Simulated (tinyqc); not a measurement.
MOS structure on a p-type body with a doping step (retrograde), non-linear Poisson equation by Newton steps: starts and damping rules compared.

One dimension, insulator interface at x = 0, acceptor density N1 for x < x1 and Na beyond, net doping C = -(acceptor density). psi is counted from the intrinsic level: n = ni exp((psi - Vb)/Vt), p = ni exp(-psi/Vt); deep in the body psi_b = -Vt ln(Na/ni). The gate acts through Cox = eps0 eox/tox and has the potential psi_G = Vg - (phiM - chi - Vt ln(Nc/ni)). Boltzmann statistics, full ionisation, classical densities, no oxide or interface charge. Acceptors in real wide-gap material are deep and only partly ionised in the neutral body.

a_i = eps0 eps_r/h_i for the interval from node i to i + 1, with h_i = x_(i+1) - x_i in cm.

n_i = ni exp((psi_i - Vb)/Vt), p_i = ni exp(-psi_i/Vt), rho_i = p_i - n_i + C_i, g_i = (n_i + p_i)/Vt. Box widths w_i = (h_(i-1) + h_i)/2 in cm. Residual F_i = a_i (psi_(i+1) - psi_i) - a_(i-1) (psi_i - psi_(i-1)) + q rho_i w_i; Jacobian: a_(i-1) and a_i beside the diagonal, b_i = -a_(i-1) - a_i - q g_i w_i on it. Node 0 is free: w_0 = h_0/2, F_0 = a_0 (psi_1 - psi_0) + Cox (psi_G - psi_0) + q rho_0 w_0, b_0 = -a_0 - Cox - q g_0 w_0, with Cox = eps0 eox/tox, psi_G = Vg - (phiM - chi - Vt ln(Nc/ni)). The last node is fixed.

Iterations until the largest undamped |d| is below 1e-9 V (the last, tiny step is counted), with a cap of 100; "overflow" would mean that an exponential left the range of double precision. Starts:
- neutral: -Vt ln(-C_i/ni) on every node but the last, which holds psi_b.
- parabola: psi_b + U (1 - x/W)^2 for x < W and psi_b beyond, with U = Vb - 2 psi_b and W = sqrt(2 eps0 eps_r U/(q Na)).
- linear: A straight line in x from psi_G at node 0 to psi_b at the last node.

Rules for the step d, which solves the tridiagonal system a_(i-1) d_(i-1) + b_i d_i + a_i d_(i+1) = -F_i:
- full Newton steps: the full step is added.
- logarithmic damping: each component d is damped to sign(d) Vt ln(1 + |d|/Vt) before it is added.
- steps capped at 4 Vt: if the largest |d| exceeds 4 Vt, the whole step is scaled down so that it equals 4 Vt.
- halved steps: half of the step is added while the largest |d| exceeds 1.5 Vt, the full step after that.

Parameters, values chosen for the exercise; band and dielectric values those of a made-up semiconductor: temperature T = 250 K; band gap Eg = 3.24 eV; relative permittivity eps_r = 11.7; conduction-band density of states at T Nc = 1.25e19 cm^-3; valence-band density of states at T Nv = 1.68e19 cm^-3; electron affinity chi = 4.49 eV; acceptor density deep in the body Na = 1.3e17 cm^-3; relative permittivity of the gate insulator (close to silicon dioxide) eox = 3.9; insulator thickness tox = 7.9 nm; gate work function phiM = 5.09 eV; electron quasi-Fermi potential against the body Vb = 0 V; depth of the doping step x1 = 48 nm; acceptor density above the step N1 = 3.9e16 cm^-3; gate voltage against the body Vg = 0.96 V.

Constants: q = 1.602176634e-19 C, kB = 1.380649e-23 J/K, Vt = kB T/q, eps0 = 8.8541878128e-14 F/cm where lengths are in cm. Results are converted to the units shown.

```
node  x (nm)  net doping C (cm^-3)
0          0               -3.9e16
1        0.4               -3.9e16
2       1.14               -3.9e16
3       2.49               -3.9e16
4       4.98               -3.9e16
5       9.55               -3.9e16
6         18               -3.9e16
7       33.4               -3.9e16
8       61.9               -1.3e17
9        114               -1.3e17
10       211               -1.3e17
11       388               -1.3e17
```

ni = 3.18674e-14 cm^-3

Iterations needed:
```
          full Newton steps  logarithmic damping  steps capped at 4 Vt  halved steps
neutral                   9                   40                    35            13
parabola                  4                   11                     5             6
linear                   77                   40                    47            40
```

What do the numbers show?

The fewest iterations, 4, are needed by full Newton steps from the parabola start. Every pairing converges. Lowest count for the worst start: halved steps, at most 40 iterations.

Numbers from tinyqc (`OMP_NUM_THREADS=1 python tinyqc.py 2080035 2080036 out.jsonl`; about 0.6 s on one thread of a shared Intel Xeon 2.30GHz).
